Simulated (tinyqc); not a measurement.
# Hole mobility in a silicon inversion layer, empirical terms and Matthiessen rule: effect of the reverse body bias

Inversion layer of sheet density Ns on a uniformly doped body. The mobility terms are empirical power laws with prefactors chosen for the exercise; adding their inverses (Matthiessen) is itself an approximation.

ni = sqrt(Nc Nv) exp(-Eg/(2 Vt)), Eg in volts; Ndep = sqrt(2 eps0 eps_r Nb (2 Vt ln(Nb/ni) + Vsb)/q); E = q (Ndep + eta Ns)/(eps0 eps_r), in MV/cm. With t = T/(300 K): muC = Ac (Ns/1e12 cm^-2) t/(Nb/1e17 cm^-3 + Nit/1e11 cm^-2), muP = Ap E^(-1/3) t^(-1.75), muS = As E^(-gs); 1/mu is the sum of the inverses.

Inputs (values chosen for the exercise); material values close to those of silicon:
- T = 325 K (temperature)
- Eg = 1.12 eV (band gap)
- eps_r = 11.7 (relative permittivity of the semiconductor)
- Nc = 3.12e19 cm^-3 (conduction-band density of states at T)
- Nv = 2.99e19 cm^-3 (valence-band density of states at T)
- Nb = 6.3e16 cm^-3 (body doping)
- eta = 0.3333 (weight of the inversion charge in the effective field)
- Ap = 143 cm^2/(V s) (phonon-limited mobility at 1 MV/cm and 300 K)
- As = 369 cm^2/(V s) (roughness-limited mobility at 1 MV/cm)
- gs = 1 (exponent of the roughness term)
- Ac = 1000 cm^2/(V s) (Coulomb prefactor)
- Nit = 8.7e11 cm^-2 (charge at the interface)
- Ns = 1e12 cm^-2 (inversion density)

Constants: q = 1.602176634e-19 C, kB = 1.380649e-23 J/K, Vt = kB T/q, eps0 = 8.8541878128e-14 F/cm where lengths are in cm. Results are converted to the units shown.

The same in every row: muC (cm^2/(V s)) = 116.11.

Results:

| Vsb (V) | E (MV/cm) | muP (cm^2/(V s)) | muS (cm^2/(V s)) | mu (cm^2/(V s)) |
|---|---|---|---|---|
| 0 | 0.17433 | 222.52 | 2116.7 | 73.645 |
| 0.8 | 0.22666 | 203.88 | 1628.0 | 70.764 |
| 1.2 | 0.24766 | 197.95 | 1489.9 | 69.758 |
| 1.6 | 0.26662 | 193.14 | 1384.0 | 68.906 |
| 2 | 0.28403 | 189.11 | 1299.1 | 68.166 |
| 2.4 | 0.30023 | 185.64 | 1229.0 | 67.510 |

Estimate the missing row, Vsb = 0.4 V.

Computed row:

| Vsb (V) | E (MV/cm) | muP (cm^2/(V s)) | muS (cm^2/(V s)) | mu (cm^2/(V s)) |
|---|---|---|---|---|
| 0.4 | 0.20278 | 211.59 | 1819.7 | 72.005 |

With this row back in the table: As Vsb goes from 0 to 2.4 V, E rises from 0.174 to 0.300 MV/cm and mu falls from 73.6 to 67.5 cm^2/(V s). The Coulomb term is the smallest in the first and the last row.

Computed by the program tinyqc: `OMP_NUM_THREADS=1 python tinyqc.py 2510032 2510033 out.jsonl`, one thread of a shared Intel Xeon 2.30GHz, about 0.01 s for the whole run.
